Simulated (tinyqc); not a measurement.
Comparisons within one model: type-II superlattice in the two-band Kane model. A value that a table varies takes the place of the one given here.

Motion along the axis, period d = a + b, c = hbar^2/2m0. Conduction and light-hole bands couple: (E - Ec)(E - Ev) = Ep c k^2 in each layer, with mass m(E) = (E - Ev)/Ep, which may be negative. The conduction envelope psi and psi'/m(E) are continuous; a layer carries them by [[cos kt, (m/k) sin kt], [-(k/m) sin kt, cos kt]] (cosh and sinh for k^2 < 0), and cos(q d) = tr(M_B M_A)/2. C1 is the first miniband above EvB, with its bottom at tr/2 = +1 and its top at -1; the gap is the bottom of C1 less the top heavy-hole level HH1.

Heavy holes are uncoupled: with e = EvB - E, p = sqrt(mhB e/c), w = sqrt(mhA (EvB - EvA - e)/c), the top level HH1 at q = 0 solves (p/mhB) tan(p b/2) = (w/mhA) tanh(w a/2).

Constants: hbar^2/2m0 = 3.80998211 eV angstrom^2; hc = 1239.841984 eV nm.

Values chosen for the exercise (near those of an InAs/GaSb superlattice; not measured data): b = 45 angstrom (layer B); EcA = 0 eV (conduction edge of A); EvA = -0.415 eV (valence edge of A); EcB = 0.945 eV (conduction edge of B); EvB = 0.136 eV (valence edge of B); EpA = 14.4 eV (coupling energy in A); EpB = 18.3 eV (coupling energy in B); mhA = 0.33 m0 (heavy hole in A); mhB = 0.29 m0 (heavy hole in B); As = (19, 28, 34, 48, 56, 62, 78) angstrom (widths of layer A); a = 25 angstrom (layer A).

## Width of layer A

Bottom of C1 (tr/2 = +1, above EvB), HH1, the gap and hc/gap; widths at which C1 no longer starts above EvB are left out.

Results:

| a (angstrom) | C1 (eV) | HH1 (eV) | gap (meV) | cut-off (micrometre) |
|---|---|---|---|---|
| 19 | 0.5230 | 0.0945 | 428.5 | 2.89 |
| 28 | 0.3939 | 0.0940 | 299.9 | 4.13 |
| 34 | 0.3319 | 0.0940 | 237.9 | 5.21 |
| 48 | 0.2330 | 0.0939 | 139.1 | 8.91 |
| 56 | 0.1949 | 0.0939 | 101.0 | 12.28 |
| 62 | 0.1720 | 0.0939 | 78.0 | 15.89 |

From a = 19 to 62 angstrom C1 falls by 351 meV while HH1 moves by -0.6 meV, so layer A tunes the gap, from 428 to 78 meV. The cut-off shifts by 0.138 micrometre per angstrom at the thin end and 0.601 at the thick end: long wavelengths need tight control of the thickness.

## One band or two

Bottom of C1. One band: (k/mA) tan(k a/2) = (kappa/mB) tanh(kappa b/2) with the edge masses (Ec - Ev)/Ep and barrier EcB - EcA. Second row: mA replaced by m(E). The last column is measured against two bands.

Results:

| model | C1 (eV) | gap (meV) | error (meV) |
|---|---|---|---|
| one band, edge masses | 0.4201 | 326.0 | -11.3 |
| m(E) in A only | 0.3743 | 280.2 | -57.1 |
| two bands | 0.4314 | 337.3 | 0.0 |

mA = 0.0288 m0
mB = 0.0442 m0

With edge masses C1 errs by -11 meV, 3 % of the gap. The heavier m(E) in A changes it by -46 meV; the treatment of B changes it by +57 meV, since C1 lies 295 meV above the valence edge of B, where its mass is 0.0161 instead of 0.0442.

## What each parameter does

Bottom and width of C1, HH1 and the gap. Each row changes one parameter from the base and keeps the others.

Results:

| case | C1 (eV) | width (meV) | HH1 (eV) | gap (meV) |
|---|---|---|---|---|
| base | 0.4314 | 64.8 | 0.0941 | 337.3 |
| a = 22 angstrom | 0.4742 | 71.8 | 0.0942 | 380.0 |
| b = 48 angstrom | 0.4361 | 56.0 | 0.0983 | 337.9 |
| EvB = 0.116 eV | 0.4291 | 61.8 | 0.0744 | 354.7 |
| EcB = 0.995 eV | 0.4418 | 58.0 | 0.0941 | 347.7 |
| EvA = -0.445 eV | 0.4281 | 63.9 | 0.0936 | 334.5 |
| EpA = 15.6 eV | 0.4387 | 67.5 | 0.0941 | 344.6 |
| mhB = 0.33 m0 | 0.4314 | 64.8 | 0.0974 | 334.0 |

The largest shifts from the base row, up to three for each result and ties (the steps differ in size, so this ranks the rows, not the parameters). C1 (eV): a +0.0428, EcB +0.0103, EpA +0.0073; unchanged at the printed digits by mhB. width (meV): b -8.8, a +7.0, EcB -6.8; unchanged at the printed digits by mhB. HH1 (eV): EvB -0.0197, b +0.0042, mhB +0.0033; unchanged at the printed digits by EcB and EpA. gap (meV): a +42.6, EvB +17.3, EcB +10.3.

Run: tinyqc, `OMP_NUM_THREADS=1 python tinyqc.py 1251033 1251034 out.jsonl`; Intel(R) Xeon(R) Processor @ 2.30GHz, one thread, shared host; about 0.03 s of CPU time with all checks.
